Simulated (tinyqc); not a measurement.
Spectral response: phonon-assisted absorption at an indirect gap.

alpha(E) = sum_j A_j [N_j (E - Eg + w_j)^2 + (N_j + 1)(E - Eg - w_j)^2], each bracket counted only where its base is positive; N_j = 1/(exp(w_j/kB T) - 1). The first term absorbs a phonon and the second emits one; excitons and direct transitions are left out.

Photodiode (Gaertner form with a dead layer): QE = (1 - R) exp(-alpha xj) [1 - exp(-alpha W)/(1 + alpha L)], R = ((nr - 1)/(nr + 1))^2; responsivity = QE/E in A/W for E in eV.

Constants: kB = 8.617333262e-05 eV/K.

Parameters, chosen for this exercise (loosely those of SiGe at room temperature; Eg is not tied to T; not measured data): Eg = 0.957 eV (indirect gap, held fixed unless listed); w = (51.8, 15.3) meV (two zone-edge phonons); A = (3200, 860) 1/(cm eV^2) (their strengths); T = 500 K; nr = 3.81 (refractive index); xj = 0.33 micrometre (dead layer at the surface); W = 1.8 micrometre (depleted width); L = 22 micrometre (minority diffusion length below it).

Response:
```
E (eV)  wavelength (nm)  alpha (1/cm)  1/alpha (micrometre)  dead layer  collected     QE    A/W
0.98               1265          10.8                   924       1.000      0.025  0.017  0.017
1.02               1216          37.6                   266       0.999      0.083  0.054  0.053
1.08               1148           137                  72.9       0.995      0.251  0.164  0.152
1.26                984           904                  11.1       0.971      0.716  0.458  0.363
1.41                879      2.08e+03                  4.81       0.934      0.877  0.539  0.382
1.61                770      4.41e+03                  2.27       0.865      0.958  0.545  0.339
1.86                667      8.54e+03                  1.17       0.754      0.989  0.492  0.264
2.16                574      1.53e+04                 0.654       0.604      0.998  0.397  0.184
2.56                484      2.73e+04                 0.366       0.406      1.000  0.267  0.104
```

Give the missing row, E (eV) = 1.16.

Computed row:
```
E (eV)  wavelength (nm)  alpha (1/cm)  1/alpha (micrometre)  dead layer  collected     QE    A/W
1.16               1069           391                  25.6       0.987      0.499  0.325  0.280
```

QE is highest, 0.545, at 1.61 eV of those listed and the responsivity at 1.41 eV; reflection alone caps QE at 0.659. Near the gap weak absorption limits it (collected share 0.025); at the top the dead layer passes 0.406. Far above the gap the quadratic law and a constant index are only rough; in the real crystal direct transitions take over near 2 eV, so the rows above that understate alpha.

(tinyqc, `OMP_NUM_THREADS=1 python tinyqc.py 1652647 1652648 out.jsonl`, Intel(R) Xeon(R) Processor @ 2.30GHz, 1 thread, shared host, about 0.01 s.)
